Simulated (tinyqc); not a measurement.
What moves the results: localisation in a chain with random site energies (transfer matrices). A value that a table varies takes the place of the one given here.

Hopping -t; leads with site energy 0, E = -2t cos(ka). psi_(j+1) = ((e_j - E)/t) psi_j - psi_(j-1), a product of matrices M_j = [[(e_j - E)/t, -1], [1, 0]]. For M = M_N ... M_1 the transmission is T = 4 sin^2(ka)/|M21 - M12 + M22 exp(ika) - M11 exp(-ika)|^2. Long samples draw e_j = W (x_j/2147483647 - 1/2) from x_j = 16807 x_(j-1) mod 2147483647, starting at x0. The localisation length xi, in sites, is defined by ln T = -2N/xi on average; weak disorder gives xi = 24 (4t^2 - E^2)/W^2, and the mean free path for backscattering is xi/2.

Numerical xi = N/ln sqrt(psi_(N+1)^2 + psi_N^2) for N = 20000 sites from psi_1 = 1, psi_0 = 0; its statistical error is about xi sqrt(xi/N).

Inputs chosen for the exercise: t = 1.41 eV (hopping); E = -1.02 eV (energy); x0 = 3828 (start of the number sequence); W = 1.76 eV (full width of the disorder).

## Localisation length against disorder

The same number sequence scaled by W.

xi (sites):
```
W/t,W (eV),numerical,error,weak disorder,strong: 1/(ln(W/2t) - 1)
1.0,1.410,79.204,4.984,83.440,-
1.5,2.115,34.511,1.434,37.085,-
2.0,2.820,21.318,0.696,20.860,-
3.0,4.230,9.638,0.212,9.271,-
4.0,5.640,5.632,0.095,5.215,-
6.0,8.460,2.815,0.033,2.318,-
10.0,14.100,1.401,0.012,0.834,1.641
16.0,22.560,0.891,0.006,0.326,0.926
```

What does this show?

At W = t the numerical value is 79.2 +/- 5.0 against 83.4, and at 2t 21.32 +/- 0.70 against 20.86. The weak-disorder formula is within 15 % for W/t = 1, 1.5, 2, 3 and 4; at W = 16t it gives 0.33 and the strong-disorder form 0.93, against 0.89. All states of the chain are localised; disorder only sets the length.

## From ballistic to localised

200 samples of each length, cut one after another from the start of the sequence. Typical T = exp(mean ln T). Ohmic: 1/(1 + 2N/xi); localised: exp(-2N/xi), both with the weak-disorder xi.

Transmission:
```
N,mean T,typical T,spread of ln T,ohmic,localised
2,0.937,0.935,0.066,0.930,0.928
5,0.846,0.835,0.164,0.843,0.830
10,0.724,0.686,0.359,0.728,0.688
20,0.565,0.481,0.664,0.572,0.474
40,0.360,0.239,1.059,0.401,0.225
80,0.137,0.0460,1.719,0.251,0.0504
```

How do the results move?

With xi = 53.6 sites, mean and typical T are 0.846 and 0.835 at N = 5, and 0.137 and 0.0460 at N = 80, where ln T scatters by 1.7. The slope of ln(typical T) between 40 and 80 sites gives xi = 48.6, uncertain by about 9 % from the scatter of 200 samples. At N = 80 the ohmic law gives 5.45 times the typical value: a single channel has no ohmic range beyond a mean free path, and the mean is carried by rare resonant samples.

## What each parameter does

Numerical and weak-disorder xi. Each row changes one parameter from the base and keeps the others.

Results:
```
case,numerical xi (sites),weak-disorder xi (sites)
base,50.97,53.55
t = 1.621 eV,79.56,73.37
E = -0.71 eV,63.04,57.71
W = 2.112 eV,34.61,37.19
x0 = 3829,54.41,53.55
```

How do the results move?

The largest shifts from the base row, up to three for each result and ties (the steps differ in size, so this ranks the rows, not the parameters). numerical xi (sites): t +28.59, W -16.36, E +12.07. weak-disorder xi (sites): t +19.82, W -16.36, E +4.16; unchanged at the printed digits by x0. A new x0 is another sample of the same disorder; its shift is one draw of the statistical scatter, about xi sqrt(xi/N); the other rows share one sample, so their errors are correlated.

Run: tinyqc, `OMP_NUM_THREADS=1 python tinyqc.py 1482831 1482832 out.jsonl`; Intel(R) Xeon(R) Processor @ 2.30GHz, one thread, shared host; about 0.04 s of CPU time with all checks.
